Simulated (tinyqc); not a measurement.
# Trap density from the barrier height

Inverse problem. In a partly depleted grain with all boundary traps filled, 2 N W = Qt and VB = q N W^2/(2 eps0 eps_r). Find Qt, W and the doping at which VB would equal Vt.

Values chosen for this exercise:
```
symbol,value,unit,meaning
T,300,K,temperature
eps_r,11.7,,relative permittivity
```

Constants: q = 1.602176634e-19 C, kB = 1.380649e-23 J/K, Vt = kB T/q, eps0 = 8.8541878128e-14 F/cm where lengths are in cm. Results are converted to the units shown.

doping = 6.7e17 cm^-3
barrier height = 0.13965496 V

Solution. Eliminating W gives VB = q Qt^2/(8 eps0 eps_r N), which falls as 1/N.

Qt = 2.200e12 cm^-2
W = 16.42 nm
doping for VB = Vt = 3.619e18 cm^-3

tinyqc, about 0.01 s, one thread, Intel Xeon 2.30GHz (shared host): `OMP_NUM_THREADS=1 python tinyqc.py 2830173 2830174 out.jsonl`
